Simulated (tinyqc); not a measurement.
# Semiconductor laser, carrier and photon rate equations: effect of the confinement factor on threshold and bandwidth

Carrier density N and photon density S in one mode: dN/dt = F1 = eta I/(q V) - (A N + B N^2 + C N^3) - vg g S; dS/dt = F2 = G vg g S + G be B N^2 - S/tp, with g = g0 ln(N/Ntr)/(1 + ec S). Output power P = Fo Eph S V/(G tp). No heating, no carrier transport.

gth = 1/(G vg tp), Nth = Ntr exp(gth/g0), Ith = q V (A Nth + B Nth^2 + C Nth^3)/eta. N and S are the steady state (F1 = F2 = 0, S > 0). Jacobian, with a = g0/(N (1 + ec S)) and d = g/(1 + ec S): J11 = -(A + 2 B N + 3 C N^2) - vg a S, J12 = -vg d, J21 = G vg a S + 2 G be B N, J22 = G vg d - 1/tp. wR^2 = det J, gamma = -trace J, fR = wR/(2 pi); the response wR^2/(wR^2 - w^2 + i gamma w) falls to 1/sqrt(2) at w^2 = x + sqrt(x^2 + wR^4), x = wR^2 - gamma^2/2 (f3dB = w/(2 pi)).

Parameters, values chosen for the exercise:
```
symbol    value    unit                                      meaning
V       9.6e-12    cm^3                                active volume
vg        8.2e9    cm/s                               group velocity
g0         2000    1/cm                             gain coefficient
Ntr      2.4e18   cm^-3                         transparency density
ec      1.2e-17    cm^3                             gain compression
tp          1.7      ps                              photon lifetime
A         9.3e7     1/s             defect recombination coefficient
B       8.7e-11  cm^3/s                        radiative coefficient
C       9.9e-30  cm^6/s                            Auger coefficient
be       4.2e-5          share of spontaneous emission into the mode
eta        0.93                                 injection efficiency
Fo         0.46                share of cavity losses that is output
Eph        1.46      eV                                photon energy
I            41      mA                                drive current
```

Constants: q = 1.602176634e-19 C. Results are converted to the units shown.

Effect of the confinement factor on threshold and bandwidth:

| G | Ith (mA) | P (mW) | fR (GHz) | gamma (1/ns) | f3dB (GHz) |
|---|---|---|---|---|---|
| 0.025 | 32.91 | 4.883 | 2.242 | 6.674 | 3.344 |
| 0.033 | 14.28 | 16.44 | 5.518 | 11.14 | 8.416 |
| 0.042 | 8.374 | 20.21 | 7.694 | 15.70 | 11.73 |
| 0.054 | 5.506 | 22.05 | 9.966 | 21.73 | 15.15 |
| 0.069 | 4.041 | 23.00 | 12.30 | 29.30 | 18.63 |
| 0.089 | 3.166 | 23.56 | 14.91 | 39.40 | 22.44 |
| 0.11 | 2.704 | 23.86 | 17.25 | 49.92 | 25.79 |

As G goes from 0.025 to 0.11, Ith falls from 32.9 to 2.70 mA, fR rises from 2.24 to 17.2 GHz, gamma rises from 6.67 to 49.9 1/ns and f3dB rises from 3.34 to 25.8 GHz. For G = 0.089 to 0.11 the current exceeds 12 Ith, where heating, left out here, usually rolls the output over.

tinyqc, about 0.01 s, one thread, Intel Xeon 2.30GHz (shared host): `OMP_NUM_THREADS=1 python tinyqc.py 2840103 2840104 out.jsonl`
